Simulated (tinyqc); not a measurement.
# Amplitude against the length of the filling pulse

In DLTS the amplitude of the capacitance transient follows the share of traps filled by the pulse. In the neutral layer an empty trap fills as 1 - exp(-tp/tc), tc = 1/(sn vth(T) Nd), vth(T) = vth (T/300 K)^0.5; emission during the pulse and slow capture at the depletion edge are neglected.

Parameters, values chosen for the exercise: thermal velocity at 300 K vth = 2.2e7 cm/s; shallow donor density Nd = 9.8e14 cm^-3; capture cross-section sn = 1.3e-14 cm^2; temperature of the transient T = 77 K.

Amplitude against the length of the filling pulse:
```
tp (s)	tp/tc	amplitude over its full value	ln(1 - that)
4.1e-10	0.058218	0.056556	-0.058218
7.3e-10	0.10366	0.098466	-0.10366
1.3e-9	0.18460	0.16856	-0.18460
2.3e-9	0.32659	0.27862	-0.32659
4.1e-9	0.58218	0.44132	-0.58218
7.3e-9	1.0366	0.64533	-1.0366
1.3e-8	1.8460	0.84212	-1.8460
2.3e-8	3.2659	0.96184	-3.2659
4.1e-8	5.8218	0.99704	-5.8218
```

What does the comparison show?

The amplitude rises from 0.0566 to 0.997 of its full value. The last column is linear in tp with slope -1/tc, tc = 7.04e-9 s, which gives the cross-section from Nd and vth, independently of the Arrhenius intercept; 99 % filling needs 3.24e-8 s. In every row T is below 110 K, where shallow donors begin to freeze out; the model keeps them ionised.

tinyqc, about 0.01 s, one thread, Intel Xeon 2.30GHz (shared host): `OMP_NUM_THREADS=1 python tinyqc.py 2050119 2050120 out.jsonl`
